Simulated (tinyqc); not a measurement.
Plasmons of a degenerate electron gas in the random-phase approximation, step by step. Values are carried at full precision from step to step, so a last printed digit may differ when a step is redone from the rounded ones.

Zero temperature, parabolic band: kF = (3 pi^2 n)^(1/3), EF = c kF^2/m, Ep^2 = 8 pi c e2 n/(m eb), qTF^2 = 6 pi e2 n/(eb EF), c = hbar^2/2m0, e2 = e^2/(4 pi eps0), n in 1/angstrom^3 (1e-24 per 1/cm^3).

Constants: hbar^2/2m0 = 3.80998211 eV angstrom^2; e^2/(4 pi eps0) = 14.39964547 eV angstrom; a0 (Bohr radius) = 0.5291772105 angstrom.

Values chosen for the exercise (mass and background constant near those of GaAs; polar phonons, which mix with the plasmon in the real crystal, and the rise of the mass with filling are left out; shifted at random, so the results belong to these values and not to a real crystal): n = 1.7e+18 1/cm^3 (electron density); m = 0.0655 m0 (mass); eb = 10.8 (background dielectric constant); q = 0.0184 1/angstrom (wave vector); E = 96.4 meV (energy transfer); qp = 0.0101 1/angstrom (wave vector of the plasmon).

## Scales of the gas

Also rs = (3/(4 pi n))^(1/3) m/(a0 eb).

kF = 0.036922 1/angstrom
EF = 79.298 meV
Ep = 57.564 meV
qTF = 0.023212 1/angstrom
hbar vF = 4.2954 eV angstrom
rs = 0.596

Ep/EF = 0.726. With rs below 1 the random-phase approximation is within its range. Ep lies within a factor 2 of the LO phonon of such a crystal (about 36 meV), so the real modes are coupled plasmon-phonon branches.

## The dielectric function at one point

Lindhard function: eps(q, E)/eb = 1 + (qTF/q)^2 (f1 + i f2) with z = q/(2 kF), u = E/(hbar vF q), hbar vF = 2 c kF/m; f1 = 1/2 + [h(z - u) + h(z + u)]/(8 z), h(x) = (1 - x^2) ln|(x + 1)/(x - 1)|; f2 = pi u/2 for z + u < 1, (pi/(8 z))(1 - (z - u)^2) for |z - u| < 1 < z + u, else 0. Pairs exist for c (q^2 - 2 q kF)/m < E < c (q^2 + 2 q kF)/m.

E in eV is E/1000. Give also the loss function Im(-eb/eps).

z, u: 0.2492  1.2197

f1, f2: -0.5871  0.0915

eps/eb = 0.066+0.146i
loss function = 5.707

The point lies inside the pair continuum, so eps has an imaginary part.

## The plasmon at one wave vector

Solve f1 (qTF/q)^2 = -1 above the continuum, and compare with E^2 = Ep^2 + (3/5)(hbar vF q)^2 + (c q^2/m)^2.

top of the continuum = 49.32 meV
plasmon energy = 67.58 meV
short formula = 66.92 meV

The plasmon lies 18.26 meV above the continuum and 17.4 % above Ep; the short formula errs by -0.98 %.

## Where Landau damping starts

Find qc at which the plasmon meets the top of the continuum, eps(qc, c (qc^2 + 2 qc kF)/m) = 0, and compare with Ep/(hbar vF).

qc = 0.01693 1/angstrom
qc/kF = 0.459
energy there = 89.41 meV
Ep/(hbar vF) = 0.01340 1/angstrom

The simple estimate is 0.791 times qc.

## Checks

- F-sum of the loss function at q = 1.3 qc over (pi/2) Ep^2 against 1: both 1.00.
- f1 at E = 0 and z = 0.6 against the static Lindhard function: both 0.86968.

Run: tinyqc, `OMP_NUM_THREADS=1 python tinyqc.py 1681467 1681468 out.jsonl`; Intel(R) Xeon(R) Processor @ 2.30GHz, one thread, shared host; about 0.01 s of CPU time with all checks.
